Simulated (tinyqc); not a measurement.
Worked calculation: deformation-potential model of the X valleys of a conduction band. Values are carried at full precision from step to step, so a last printed digit may differ when a step is redone from the rounded ones.

s11 = (C11 + C12)/((C11 - C12)(C11 + 2 C12)), s12 = -C12/((C11 - C12)(C11 + 2 C12)), s44 = 1/C44; exx = s11 sxx + s12 (syy + szz) and cyclic, exy = s44 sxy/2; tension is positive. A uniaxial stress X along the unit vector n is s_ij = X n_i n_j.

Constants: kB = 8.617333262e-05 eV/K; hbar^2/2m0 = 3.80998211 eV angstrom^2.

Inputs chosen for the exercise (near those of GaP; the results hold for these values, not for the real material): C11 = 139.4 GPa; C12 = 61.5 GPa; C44 = 70.5 GPa; load = uniaxial [100] (kind of stress); X = 0.14 GPa (stress); Xd = 1.52 eV (dilation potential); Xu = 6.76 eV (uniaxial potential); T = 77 K (temperature); ml = 1.978 m0 (longitudinal mass); mt = 0.241 m0 (transverse mass).

## Strain from a uniaxial [100] stress

Form the compliances and the strain.

s11, s12, s44 (1/TPa): 9.8283  -3.0087  14.1844

strain tensor:
```
          x          y          z
x  0.001376   0.000000   0.000000
y  0.000000  -0.000421   0.000000
z  0.000000   0.000000  -0.000421
```

## Valley shifts

Valleys with axes along x, y and z, one whole valley each. Herring-Vogt shift of a valley with unit axis a: dE = Xd tr(e) + Xu a.e.a. Non-degenerate shares n_i = exp(-dE_i/kT)/sum_j exp(-dE_j/kT). Inverse mass tensor of a valley: (1 - a a)/mt + a a/ml; the masses are taken as independent of strain.

Apply the Herring-Vogt formula to each valley.

Xd tr(e) = 0.81 meV

a.e.a: x 0.001376, y -0.000421, z -0.000421

shifts dE (meV): x 10.11, y -2.04, z -2.04

The lowest valleys are y and z, 12.1 meV below the highest; the mean shift over all valleys is (Xd + Xu/3) tr(e) = 2.01 meV.

## Shares of the electrons

Boltzmann factors of the shifts.

kT = 6.635 meV

shares: x 0.0742, y 0.4629, z 0.4629

effective number of valley axes, 1/(largest share) = 2.160

## Conductivity mass tensor

With one scattering time for all valleys the conductivity goes as M = sum_i n_i (inverse mass tensor of valley i); along the unit vector u, 1/m_c = u.M.u. Without stress 1/m_c = (1/ml + 2/mt)/3. Take u along [110].

M (1/m0):
```
       x      y      z
x  3.879  0.000  0.000
y  0.000  2.463  0.000
z  0.000  0.000  2.463
```

m_c along [110] = 0.3154 m0
m_c without stress = 0.3407 m0

The repopulation alone changes the mobility along [110] by +8.0 %; with all electrons in the valleys lightest or heaviest along this direction it would change by +41 or -21 %.

## Effective density of states

Each of the 3 whole valleys has m_d = (ml mt^2)^(1/3) and N = 2 (m_d kT/(4 pi c))^(3/2), c = hbar^2/2m0. Counted from the lowest edge, Nc = N x sum_i exp(-(dE_i - dE_min)/kT). 1 angstrom^-3 = 1e24 cm^-3.

m_d = 0.4861 m0
N of one valley = 1.106e+18 cm^-3
Nc under stress = 2.389e+18 cm^-3
Nc without stress = 3.318e+18 cm^-3

## Piezoresistance from repopulation

For small stress d(rho)/rho = pi X. For valleys on the cube axes pi11 = -(2/3) Xu (s11 - s12)/kT x (K - 1)/(2K + 1), pi12 = -pi11/2, pi44 = 0, K = ml/mt. For stress along [110]: pi_l = (pi11 + pi12 + pi44)/2 with the current along it and pi_t = (pi11 + pi12 - pi44)/2 with the current along [1-10]. 1/GPa = 100 x 1e-11/Pa.

K = 8.207

pi11, pi12, pi44 (1e-11/Pa): -360.8  180.4  0.0

pi_l, pi_t for [110] (1e-11/Pa): -90.2  -90.2

Only the transfer between valleys is counted; changes of mass and of intervalley scattering add to it in a real crystal.

## Checks

- Conductivity mass at zero stress against 3/(1/ml + 2/mt): both 0.3407420.
- Piezoresistance coefficients by finite differences against the closed form: largest difference 1.0e-06.

Computed by tinyqc, a small Python program: `OMP_NUM_THREADS=1 python tinyqc.py 1051018 1051019 out.jsonl` (the numbers bound the seed that draws the inputs); one thread of a shared host (Intel(R) Xeon(R) Processor @ 2.30GHz), about 0.01 s for the whole set of steps.
